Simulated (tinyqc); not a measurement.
Thin-film transistor with exponential tail and deep states, accumulation layer: two steps of the calculation.

An undoped film in accumulation, thicker than the space-charge layer. With band bending psi the Fermi level lies E0 - psi below the band edge. Free electrons n = n0 exp(psi/Vt) carry the current; electrons in two exponential distributions of traps, a = a0 exp(psi/Va) and d = d0 exp(psi/Vp), do not. Linear regime, ohmic contacts, traps in equilibrium.

Values chosen for this exercise; values close to those of an organic semiconductor:
- T = 250 K (temperature)
- eps_r = 3.2 (relative permittivity of the semiconductor)
- mb = 3.5 cm^2/(V s) (band mobility)
- Tt = 410 K (characteristic temperature of the tail)
- Td = 920 K (characteristic temperature of the deep states)
- Ci = 20 nF/cm^2 (gate capacitance)
- WL = 10 (ratio W/L)
- Vd = 0.1 V (drain voltage)
- Vg = 21 V (gate voltage above flat band)

Constants: q = 1.602176634e-19 C, kB = 1.380649e-23 J/K, Vt = kB T/q, eps0 = 8.8541878128e-14 F/cm where lengths are in cm. Results are converted to the units shown.

Task 1. Surface potential by Newton steps. Va = kB Tt/q, Vp = kB Td/q. G(psi) = sum over the three kinds of c0 [V (exp(psi/V) - 1) - psi], field F = sqrt(2 q G/(eps0 eps_r)); Vg = psi + eps0 eps_r F/Ci at the surface. f = psi + eps0 eps_r F/Ci - Vg, f' = 1 + q rho/(Ci F) with rho = sum c0 (exp(psi/V) - 1); psi(new) = psi - f/f'.

psi at the start = 0.55 V
n0 = 9.8100052e8 cm^-3
a0 = 4.2379416e13 cm^-3
d0 = 2.5287914e14 cm^-3

Find: F; f; f'; psi after iteration 1.

Result 1.

F = 3564.6 kV/cm
f = 30.049 V
f' = 820.18
psi after iteration 1 = 0.51336 V

Task 2. Free and total charge, current. Total charge Q = Ci (Vg - psi_s); free charge Qf = q times the integral of n0 (exp(psi/Vt) - 1)/F over psi from 0 to psi_s; I = (W/L) mb Qf Vd; effective mobility mb Qf/Q.

psi_s = 0.491943227 V
n0 = 9.81000522e8 cm^-3
a0 = 4.23794155e13 cm^-3
d0 = 2.52879135e14 cm^-3

Give: surface densities; Q; Qf; effective mobility; I.

Result 2.

surface densities (cm^-3): free 8.1060e18, tail 4.7227e19, deep 1.2525e17
Q = 410.16 nC/cm^2
Qf = 28.223 nC/cm^2
effective mobility = 0.24083 cm^2/(V s)
I = 98.781 nA

Computed by the program tinyqc: `OMP_NUM_THREADS=1 python tinyqc.py 2610153 2610154 out.jsonl`, one thread of a shared Intel Xeon 2.30GHz, about 0.02 s for the whole run.
